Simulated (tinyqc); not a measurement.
Inside a calculation. Model: reverse leakage of an n+-p junction: diffusion, generation, trap-assisted and band-to-band tunnelling.

tinyqc, about 0.01 s, one thread, Intel Xeon 2.30GHz (shared host): `OMP_NUM_THREADS=1 python tinyqc.py 2290023 2290024 out.jsonl` Printed values are rounded; ~0 in a residual or rate marks an entry under 1e-11 of the largest of its column.

One-sided abrupt junction in the depletion approximation, x from the junction (0) to W on the p side, field F = F0 (1 - x/W). Flat quasi-Fermi levels, long p side. Traps generate through SRH with both lifetimes shortened by 1 + Gamma (Hurkx enhancement, form for moderate fields); band-to-band generation is local and needs a total bending above Eg.

Values chosen for this exercise; band and dielectric values close to those of silicon: temperature T = 350 K; band gap Eg = 1.11 eV; relative permittivity eps_r = 11.5; conduction-band density of states at T Nc = 3.53e19 cm^-3; valence-band density of states at T Nv = 3.29e19 cm^-3; acceptor density of the lighter side Na = 1e18 cm^-3; donor density of the heavier side Nd = 1e20 cm^-3; SRH lifetime of both carriers at zero field tau = 3e-6 s; trap level above the intrinsic level Et = 0 eV; tunnelling mass mt = 0.26 m0; electron diffusion coefficient on the lighter side Dn = 20 cm^2/s; band-to-band prefactor Ab = 7.9e14 cm^-0.5 V^-2.5 s^-1; band-to-band field constant Bb = 1.95e7 V/cm; reverse bias VR = 2.2 V.

Constants: q = 1.602176634e-19 C, kB = 1.380649e-23 J/K, hbar = 1.054571817e-34 J s, m0 = 9.1093837015e-31 kg, Vt = kB T/q, eps0 = 8.8541878128e-14 F/cm where lengths are in cm. Results are converted to the units shown.

Range of the model: F0 exceeds 1.9 FG, near the end of the range of this form of the enhancement factor, beyond which it overestimates the tunnelling. The n+ side is degenerate, so Vbi from Boltzmann statistics is only a guide.

## Field, scales and diffusion current

ni = sqrt(Nc Nv) exp(-Eg/(2 Vt)), Eg in volts; Vbi = Vt ln(Na Nd/ni^2); W = sqrt(2 eps0 eps_r (Vbi + VR)/(q Na)); F0 = 2 (Vbi + VR)/W; FG = sqrt(24 mt m0 (kB T)^3)/(q hbar); J_diff = q ni^2 sqrt(Dn/tau)(1 - exp(-VR/Vt))/Na.

ni = 3.47406e11 cm^-3
Vbi = 1.03604 V
W = 64.1343 nm
F0 = 1009.15 kV/cm
FG = 473.999 kV/cm
J_diff = 4.99274e-11 A/cm^2

## Generation rates across the layer

u = (Vbi + VR)(1 - x/W)^2, p = Na exp(-u/Vt), n = Nd exp((u - Vbi - VR)/Vt); G0 = ni^2 (1 - exp(-VR/Vt))/(tau (n + p + 2 ni cosh(Et/Vt))); Gamma = 2 sqrt(3 pi)(F/FG) exp((F/FG)^2); trap-assisted part G0 Gamma; G_bb = Ab F^2.5 exp(-Bb/F) with F in V/cm, zero unless Vbi + VR > Eg. 15 equal steps.

| point | x (nm) | F (kV/cm) | Gamma | G0 (cm^-3 s^-1) | G0 Gamma (cm^-3 s^-1) | G_bb (cm^-3 s^-1) |
|---|---|---|---|---|---|---|
| 0 | 0.0000 | 1009.15 | 1215.77 | 4.02303e8 | 4.89108e11 | 3.27733e21 |
| 1 | 4.2756 | 941.87 | 632.659 | 4.04885e14 | 2.56154e17 | 6.93720e20 |
| 2 | 8.5512 | 874.59 | 341.008 | 5.78799e16 | 1.97375e19 | 1.17240e20 |
| 3 | 12.8269 | 807.32 | 190.230 | 5.79010e16 | 1.10145e19 | 1.49709e19 |
| 4 | 17.1025 | 740.04 | 109.715 | 5.79010e16 | 6.35258e18 | 1.34011e18 |
| 5 | 21.3781 | 672.76 | 65.3348 | 5.79010e16 | 3.78295e18 | 7.57349e16 |
| 6 | 25.6537 | 605.49 | 40.1012 | 5.79010e16 | 2.32190e18 | 2.32401e15 |
| 7 | 29.9293 | 538.21 | 25.3089 | 5.79010e16 | 1.46541e18 | 3.09047e13 |
| 8 | 34.2049 | 470.93 | 16.3699 | 5.78950e16 | 9.47737e17 | 1.25080e11 |
| 9 | 38.4806 | 403.66 | 10.7985 | 5.51216e16 | 5.95231e17 | ~0 |
| 10 | 42.7562 | 336.38 | 7.21015 | 5.48032e15 | 3.95140e16 | ~0 |
| 11 | 47.0318 | 269.11 | 4.81165 | 8.26974e13 | 3.97911e14 | ~0 |
| 12 | 51.3074 | 201.83 | 3.13410 | 2.94041e12 | 9.21554e12 | ~0 |
| 13 | 55.5830 | 134.55 | 1.88919 | 2.70982e11 | 5.11938e11 | ~0 |
| 14 | 59.8586 | 67.28 | 0.889201 | 6.48112e10 | 5.76301e10 | ~0 |
| 15 | 64.1343 | 0.00 | 0 | 4.02302e10 | 0 | 0 |

## Current components

Each current is q times the trapezoid sum of its rate; J adds J_diff; J_bb under 1e-8 of the sum is given as 0.

J_SRH = 3.19479e-8 A/cm^2
J_TAT = 3.18634e-6 A/cm^2
J_bb = 1.68929e-4 A/cm^2
J = 1.72148e-4 A/cm^2

A fine grid gives J = 1.459e-4 A/cm^2; the coarse sum is 18 % above it. On the fine grid the largest part is band-to-band tunnelling (97.6 %). The simple estimate q ni W/(2 tau cosh(Et/Vt)) is 83 % above the fine-grid J_SRH of 3.245e-8 A/cm^2, since near both edges n or p is large enough to quench generation.
